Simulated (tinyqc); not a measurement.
# Absorption coefficient and reflectance from two thicknesses

Question. With transparent contact layers the responsivity is (1 - Rf)(1 - exp(-al wi)) q lam/(h c). The second absorber is twice as thick as the first. Find al and Rf.

Parameters, values chosen for the exercise:

| symbol | value | unit | meaning |
|---|---|---|---|
| lam | 1550 | nm | wavelength |

Constants: q = 1.602176634e-19 C, h = 6.62607015e-34 J s, c = 299792458 m/s. Results are converted to the units shown.

responsivity for wi = 1.1 and 2.2 um (A/W): [0.47479668, 0.69198975]

Solution. The ratio of the responsivities is 1 + exp(-al w1), which gives al; either value then gives 1 - Rf.

al = 7110 1/cm
Rf = 0.3000

Computed by the program tinyqc: `OMP_NUM_THREADS=1 python tinyqc.py 2250128 2250129 out.jsonl`, one thread of a shared Intel Xeon 2.30GHz, about 0.01 s for the whole run.
